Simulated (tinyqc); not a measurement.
Frequency dispersion of an accumulation capacitance by border traps, distributed model: one step of the calculation.

Traps spread evenly through the insulator exchange electrons with the semiconductor by tunnelling, with tau(x) = t0 exp(2 ka x) at depth x from the interface. The admittance per area Y seen at depth x obeys dY/dx = -Y^2/(i w eps0 eox) + q Nb ln(1 + i w tau)/tau, with Y(0) = i w Cs and w = 2 pi f; the gate sees Y(tox) = G + i w C. Working variable y = Y/(i w), in uF/cm^2. Cox = eps0 eox/tox.

Question. Scales and lumped estimate. Cox; trap-free value 1/(1/Cox + 1/Cs); response depth d = ln(1/(w t0))/(2 ka), where w tau = 1; lumped estimate: all traps within d act as C_bt = q Nb d placed at d/2, so C = 1/{1/[1/(1/Cs + d/(2 eps0 eox)) + C_bt] + (tox - d/2)/(eps0 eox)}.

Parameters, values chosen for the exercise; permittivity close to that of aluminium oxide:

| symbol | value | unit | meaning |
|---|---|---|---|
| eox | 8.18 |  | relative permittivity of the insulator |
| tox | 4.9 | nm | insulator thickness |
| Cs | 2 | uF/cm^2 | semiconductor capacitance in accumulation |
| Nb | 7.9e19 | cm^-3 eV^-1 | density of border traps |
| ka | 3.1 | 1/nm | decay constant of the wave function in the insulator |
| t0 | 3e-10 | s | time constant of a trap at the interface |
| f | 10000 | Hz | frequency |

Constants: q = 1.602176634e-19 C, eps0 = 8.8541878128e-14 F/cm where lengths are in cm. Results are converted to the units shown.

Find: Cox; trap-free C; d; C_bt; lumped C.

Answer.

Cox = 1.4781 uF/cm^2
trap-free C = 0.84995 uF/cm^2
d = 1.7547 nm
C_bt = 2.2209 uF/cm^2
lumped C = 1.2248 uF/cm^2

The traps within reach amount to 1.11 Cs and lie in the first 35.8 % of the insulator.

Numbers from tinyqc (`OMP_NUM_THREADS=1 python tinyqc.py 2202046 2202047 out.jsonl`; about 0.4 s on one thread of a shared Intel Xeon 2.30GHz).
